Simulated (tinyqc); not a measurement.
Inside a calculation. Method: Pariser-Parr-Pople SCF with singles CI, for the molecule c1cc[cH+]ncc1 (SMILES; centres numbered as the heavy atoms are written). One step of it, computed by the program tinyqc.

Problem. Iteration 1: orbitals and new P. Diagonalise F (the basis is taken as orthonormal) and form P = 2 sum c c over the lowest orbitals; 0.3 of the old P is kept.

F (eV):
```
,1C,2C,3C,4C,5N,6C,7C
1C,-10.344547,-3.916669,-0.377403,0.193552,0.342857,-0.505107,-4.196730
2C,-3.916669,-10.344918,-4.196048,-0.505404,0.342692,0.193930,-0.377078
3C,-0.377403,-4.196048,-10.211085,-3.954629,-0.133994,0.471341,0.361523
4C,0.193552,-0.505404,-3.954629,-9.340244,-4.197269,0.071813,0.471356
5N,0.342857,0.342692,-0.133994,-4.197269,-11.735702,-4.196971,-0.133829
6C,-0.505107,0.193930,0.471341,0.071813,-4.196971,-9.339928,-3.954957
7C,-4.196730,-0.377078,0.361523,0.471356,-0.133829,-3.954957,-10.210597
```

pi electrons, sum of z_r less the charge = 6

P at the start:
```
,1C,2C,3C,4C,5N,6C,7C
1C,0.781501,0.571085,0.200043,-0.119350,-0.208340,0.267733,0.675849
2C,0.571085,0.781364,0.675773,0.267936,-0.208244,-0.119576,0.199844
3C,0.200043,0.675773,0.853454,0.585486,0.069831,-0.290652,-0.222913
4C,-0.119350,0.267936,0.585486,0.675022,0.616141,-0.038069,-0.290659
5N,-0.208340,-0.208244,0.069831,0.616141,1.379794,0.616129,0.069748
6C,0.267733,-0.119576,-0.290652,-0.038069,0.616129,0.675048,0.585563
7C,0.675849,0.199844,-0.222913,-0.290659,0.069748,0.585563,0.853817
```

Give: orbital energies; P after iteration 1.

Solution.

orbital energies (eV): -18.330  -16.065  -15.705  -7.573  -7.229  -3.478  -3.147

P after iteration 1:
```
,1C,2C,3C,4C,5N,6C,7C
1C,0.819,0.585,0.173,-0.161,-0.219,0.232,0.682
2C,0.585,0.819,0.682,0.232,-0.219,-0.161,0.173
3C,0.173,0.682,0.864,0.588,0.103,-0.266,-0.241
4C,-0.161,0.232,0.588,0.713,0.643,0.053,-0.266
5N,-0.219,-0.219,0.103,0.643,1.207,0.643,0.103
6C,0.232,-0.161,-0.266,0.053,0.643,0.713,0.588
7C,0.682,0.173,-0.241,-0.266,0.103,0.588,0.864
```
